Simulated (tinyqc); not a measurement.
Deformation-potential model of the L valleys of a conduction band: one step. Conductivity mass tensor.

Valleys with axes along [111], [1-1-1], [-11-1] and [-1-11], one whole valley each. Herring-Vogt shift of a valley with unit axis a: dE = Xd tr(e) + Xu a.e.a. Non-degenerate shares n_i = exp(-dE_i/kT)/sum_j exp(-dE_j/kT). Inverse mass tensor of a valley: (1 - a a)/mt + a a/ml; the masses are taken as independent of strain.

Inputs chosen for the exercise (out of a larger set: near those of Ge; not measured data): ml = 1.558 m0 (longitudinal mass); mt = 0.084 m0 (transverse mass).

shares: [111] 0.001441, [1-1-1] 0.498559, [-11-1] 0.498559, [-1-11] 0.001441

Problem. With one scattering time for all valleys the conductivity goes as M = sum_i n_i (inverse mass tensor of valley i); along the unit vector u, 1/m_c = u.M.u. Without stress 1/m_c = (1/ml + 2/mt)/3. Take u along [1-10].

Give: M; m_c along [1-10]; m_c without stress.

Solution.

M (1/m0):
```
       x      y      z
x  8.150  3.733  0.000
y  3.733  8.150  0.000
z  0.000  0.000  8.150
```

m_c along [1-10] = 0.2264 m0
m_c without stress = 0.1227 m0

The repopulation alone changes the mobility along [1-10] by -45.8 %; with all electrons in the valleys lightest or heaviest along this direction it would change by +46 or -46 %.

Program tinyqc; command `OMP_NUM_THREADS=1 python tinyqc.py 1050229 1050230 out.jsonl`; about 0.02 s on one thread of a shared Intel(R) Xeon(R) Processor @ 2.30GHz.
